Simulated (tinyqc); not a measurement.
# Segment and feed resistance from two drops

Problem. A rail is fed at one end through Rq; K loads of Ij follow, each after a segment Rs. The drop at load j is K Ij Rq + Rs Ij sum_(l=1..j) (K - l + 1). Find Rs, Rq and the worst drop, at the middle, if the rail were fed through Rq at both ends: K Ij Rq/2 + Rs Ij K^2/8 with the load taken as continuous.

Inputs (values chosen for the exercise):
```
symbol,value,unit,meaning
K,20,,number of equal loads
Ij,0.21,mA,current of each load
```

drops at the first and at the last load (mV): 1.6842000  15.649200

Answer. The difference of the two drops is Rs Ij K (K - 1)/2, which gives Rs; the first drop then gives Rq.

Rs = 0.350 ohm
Rq = 0.0510 ohm
drop at the middle with two feeds = 3.78 mV

Program tinyqc, `OMP_NUM_THREADS=1 python tinyqc.py 2770189 2770190 out.jsonl`; Intel Xeon 2.30GHz, shared host, one thread, about 0.3 s.
